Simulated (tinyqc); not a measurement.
Inside a calculation. Method: sp3 tight binding, zinc-blende lattice. Computed by tinyqc, a small Python program that keeps every step. Command: `OMP_NUM_THREADS=1 python tinyqc.py 22286 22287 out.jsonl` (the two numbers bound the seeds that draw the settings). One thread of a shared host (Intel(R) Xeon(R) Processor @ 2.60GHz), about 0.01 s of CPU time with the checks.

## Bloch Hamiltonian at k

Parameters chosen for this model: zinc-blende lattice, anion at 0, cation at a/4 (1,1,1); V = eta hbar^2 / (m d^2), hbar^2/m = 7.619964 eV angstrom^2:
```
parameter          value      unit
a               4.320000  angstrom
d               1.870615  angstrom
Es anion      -17.810000        eV
Ep anion       -8.380000        eV
Es cation     -13.490000        eV
Ep cation      -6.120000        eV
eta ss         -1.530000
eta sp          1.630000
eta pp sigma    3.270000
eta pp pi      -0.590000
V ss           -3.331774        eV
V sp            3.549537        eV
V pp sigma      7.120851        eV
V pp pi        -1.284802        eV
```

k point k (2 pi / a): -0.540000  -0.730000  0.670000

Slater-Koster rules over the four bonds with direction cosines (l, m, n): ss V_ss; s-px l V_sp; px-s -l V_sp; px-px l^2 V_pps + (1 - l^2) V_ppp; px-py l m (V_pps - V_ppp); each times exp(i k.d).

H(k) at k (eV):
```
                      a s                 a px                 a py                a pz
a s            -17.810000             0.000000             0.000000            0.000000
a px             0.000000            -8.380000             0.000000            0.000000
a py             0.000000             0.000000            -8.380000            0.000000
a pz             0.000000             0.000000             0.000000           -8.380000
c s   -1.796943-7.914205i  -4.291643-1.253687i  -2.197947-2.447910i  2.776609+1.937751i
c px   4.291643+1.253687i   0.818216+3.603636i  -3.796241-2.649336i  3.005082+3.346837i
c py   2.197947+2.447910i  -3.796241-2.649336i   0.818216+3.603636i  5.867629+1.714069i
c pz  -2.776609-1.937751i   3.005082+3.346837i   5.867629+1.714069i  0.818216+3.603636i

                      c s                 c px                 c py                 c pz
a s   -1.796943+7.914205i   4.291643-1.253687i   2.197947-2.447910i  -2.776609+1.937751i
a px  -4.291643+1.253687i   0.818216-3.603636i  -3.796241+2.649336i   3.005082-3.346837i
a py  -2.197947+2.447910i  -3.796241+2.649336i   0.818216-3.603636i   5.867629-1.714069i
a pz   2.776609-1.937751i   3.005082-3.346837i   5.867629-1.714069i   0.818216-3.603636i
c s            -13.490000             0.000000             0.000000             0.000000
c px             0.000000            -6.120000             0.000000             0.000000
c py             0.000000             0.000000            -6.120000             0.000000
c pz             0.000000             0.000000             0.000000            -6.120000
```

## Levels at k

Diagonalise the Hermitian matrix.

eigenvalues (eV): -25.800359  -18.390129  -15.946878  -15.510625  -3.651368  0.501781  1.370505  2.627073

weights |c|^2 of the basis functions:
```
        band 1    band 2    band 3    band 4    band 5    band 6    band 7    band 8
a s   0.586729  0.081644  0.003106  0.010234  0.281672  0.013626  0.000972  0.022018
a px  0.014699  0.125066  0.017532  0.363531  0.057119  0.319279  0.003381  0.099393
a py  0.004232  0.167504  0.333109  0.029418  0.047435  0.063591  0.169199  0.185512
a pz  0.006665  0.159237  0.210484  0.163113  0.033668  0.029954  0.260893  0.135986
c s   0.338603  0.156664  0.005710  0.017803  0.435499  0.016035  0.001214  0.028471
c px  0.025642  0.072472  0.013917  0.274052  0.055258  0.429731  0.004407  0.124520
c py  0.010062  0.127649  0.247502  0.021515  0.052425  0.086888  0.220516  0.233443
c pz  0.013367  0.109765  0.168641  0.120334  0.036923  0.040897  0.339417  0.170657
```

## Bloch Hamiltonian at L

k point L (2 pi / a): 0.500000  0.500000  0.500000

As before.

H(k) at L (eV):
```
                      a s                 a px                 a py                 a pz
a s            -17.810000             0.000000             0.000000             0.000000
a px             0.000000            -8.380000             0.000000             0.000000
a py             0.000000             0.000000            -8.380000             0.000000
a pz             0.000000             0.000000             0.000000            -8.380000
c s   -4.711841-4.711841i   2.898185+2.898185i   2.898185+2.898185i   2.898185+2.898185i
c px  -2.898185-2.898185i   2.145479+2.145479i  -3.962463-3.962463i  -3.962463-3.962463i
c py  -2.898185-2.898185i  -3.962463-3.962463i   2.145479+2.145479i  -3.962463-3.962463i
c pz  -2.898185-2.898185i  -3.962463-3.962463i  -3.962463-3.962463i   2.145479+2.145479i

                      c s                 c px                 c py                 c pz
a s   -4.711841+4.711841i  -2.898185+2.898185i  -2.898185+2.898185i  -2.898185+2.898185i
a px   2.898185-2.898185i   2.145479-2.145479i  -3.962463+3.962463i  -3.962463+3.962463i
a py   2.898185-2.898185i  -3.962463+3.962463i   2.145479-2.145479i  -3.962463+3.962463i
a pz   2.898185-2.898185i  -3.962463+3.962463i  -3.962463+3.962463i   2.145479-2.145479i
c s            -13.490000             0.000000             0.000000             0.000000
c px             0.000000            -6.120000             0.000000             0.000000
c py             0.000000             0.000000            -6.120000             0.000000
c pz             0.000000             0.000000             0.000000            -6.120000
```

## Levels at L

As before.

eigenvalues (eV): -24.655667  -19.903397  -15.961532  -15.961532  -4.228733  1.461532  1.461532  2.987797

## Bands along a path

The same steps at evenly spaced points between the labelled ones.

Bands along the path (eV):
```
k             band 1      band 2      band 3      band 4     band 5     band 6     band 7     band 8
L         -24.655667  -19.903397  -15.961532  -15.961532  -4.228733   1.461532   1.461532   2.987797
L-G 0.33  -26.247379  -18.039816  -15.401287  -15.401287  -3.634761   0.901287   0.901287   2.121956
L-G 0.67  -28.323354  -15.027826  -14.145567  -14.145567  -2.540326  -0.354433  -0.354433   0.091506
G         -29.151005  -13.422643  -13.422643  -13.422643  -2.148995  -1.077357  -1.077357  -1.077357
G-X 0.33  -28.034238  -15.015153  -15.015153  -14.249461  -2.285983  -1.230317   0.515153   0.515153
G-X 0.67  -25.050869  -17.481800  -17.481800  -16.723867  -2.416003  -1.609261   2.981800   2.981800
X         -22.032763  -19.521259  -18.514359  -18.514359  -2.348741  -1.897237   4.014359   4.014359
X-W 0.33  -22.032763  -19.521259  -18.514359  -18.514359  -2.348741  -1.897237   4.014359   4.014359
X-W 0.67  -22.032763  -19.521259  -18.514359  -18.514359  -2.348741  -1.897237   4.014359   4.014359
W         -22.032763  -19.521259  -18.514359  -18.514359  -2.348741  -1.897237   4.014359   4.014359
```

With 4 band(s) filled, the highest filled level on these points lies at G and the lowest empty one at L: a gap of 9.1939 eV, indirect.
